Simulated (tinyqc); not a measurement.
Slow cooling against a quench: self-consistent Fermi level with native defects, at growth and after a quench. Computed by tinyqc, a small Python program. Command: `OMP_NUM_THREADS=1 python tinyqc.py 3030472 3030473 out.jsonl scfermi walk`. One thread of a shared host (Intel(R) Xeon(R) Processor @ 2.30GHz), about 0.06 s of CPU time with the checks.

Energies are counted from the top of the valence band (VBM); when the gap shrinks with temperature the conduction band moves and the levels stay. The added dopant is taken as fully ionised. D and A draw on one reservoir with opposite signs, as the two vacancies of a compound do.

Inputs (values chosen for the exercise, with bands modelled on InP):

| quantity | value | unit |
|---|---|---|
| gap E_g at 300 K | 1.36 | eV |
| slope -dE_g/dT above 300 K | 0.00026 | eV/K |
| electron mass m_e | 0.0771 | m_0 |
| valleys M_c | 1 | - |
| hole mass m_h | 0.589 | m_0 |
| E_f of the neutral native donor D | 1.765 | eV |
| E_f of the neutral native acceptor A | 1.878 | eV |
| shift s of the chemical potential | 0.11 | eV |
| site density N_s | 2.4e+22 | cm^-3 |
| dopant density N_X | 9.3e+19 | cm^-3 |
| growth temperature T_g | 927 | K |
| temperature of use T | 300 | K |

Added shallow dopant: donor.

levels of D above the VBM, most positive state first (eV): 0.506  0.917  0.941

levels of A above the VBM, (0/-1) first (eV): 0.206  0.604

Constants: m_0 = 9.1093837015e-31 kg; k_B = 1.380649e-23 J/K; h = 6.62607015e-34 J s; k_B = 8.617333262e-05 eV/K.

Method:
- E_f(D, 0) = input + s and E_f(A, 0) = input - s; E_f(q, E_F = 0) follows from the levels, eps(q/q-1) = E_f(q - 1) - E_f(q) at E_F = 0.
- E_g(T) = E_g - slope x max(0, T - 300 K).
- N_c = 2 M_c (2 pi m_e k_B T/h^2)^(3/2) and N_v = 2 (2 pi m_h k_B T/h^2)^(3/2), masses in units of m_0.
- At growth T = T_g.
- n = N_c F_1/2((E_F - E_g)/k_B T), p = N_v F_1/2(-E_F/k_B T).
- F_1/2(eta) = (2/sqrt(pi)) int_0^infinity sqrt(x)/(1 + exp(x - eta)) dx, by the trapezoid rule in t = sqrt(x) with step 0.02 up to t = 12 (for eta < -12 by exp(eta) - exp(2 eta)/2^(3/2)).
- In equilibrium c_q = N_s exp(-(E_f(q, 0) + q E_F)/k_B T).
- Net charge = p - n + sum q c_q + N_X; the log ratio is ln(positive charge/negative charge).
- E_F is the root of the log ratio, by 50 bisections between -0.5 eV and E_g + 0.5 eV.
- After a quench the totals of D and A stay as grown, and each is shared among its charge states with weights exp(-(E_f(q, 0) + q E_F)/k_B T).
- Each E_F by bisection; full equilibrium lets the defects form and vanish at every T.

E_f(q, E_F = 0) (eV): D(+3) -0.489, D(+2) 0.017, D(+1) 0.934, D(0) 1.875, A(0) 1.768, A(-1) 1.974, A(-2) 2.578

total D = 2.08267e+12 cm^-3

total A = 4.64061e+19 cm^-3

Two histories (densities in cm^-3):

| T (K) | E_F, equilibrium (eV) | n | p | all defects | E_F, frozen (eV) | n, frozen | p, frozen |
|---|---|---|---|---|---|---|---|
| 800 | 1.0736 | 2.3358e+17 | 8.5192e+12 | 4.6409e+19 | 1.0749 | 2.3782e+17 | 8.3619e+12 |
| 680 | 1.1059 | 1.2647e+17 | 2.4614e+11 | 4.6441e+19 | 1.1316 | 1.9343e+17 | 1.5887e+11 |
| 550 | 1.1410 | 5.1011e+16 | 9.8787e+08 | 4.6475e+19 | 1.2045 | 1.8787e+17 | 2.5869e+08 |
| 430 | 1.1733 | 1.4784e+16 | 3.4520e+05 | 4.6493e+19 | 1.2699 | 1.8773e+17 | 2.5446e+04 |
| 300 | 1.2083 | 1.5156e+15 | 5.7132e-02 | 4.6499e+19 | 1.3360 | 1.8773e+17 | 4.0831e-04 |

What follows from these numbers?

At 300 K equilibrium would leave 4.65e19 defects per cm^3 against 4.64e19 frozen in, and E_F differs by +0.128 eV. The majority density of the quenched sample is 120 times the equilibrium one. Real samples lie between, set by the temperature at which diffusion stops. Caution: above about 2e19 cm^-3 defects interact, pair and form bands, which the dilute model leaves out.
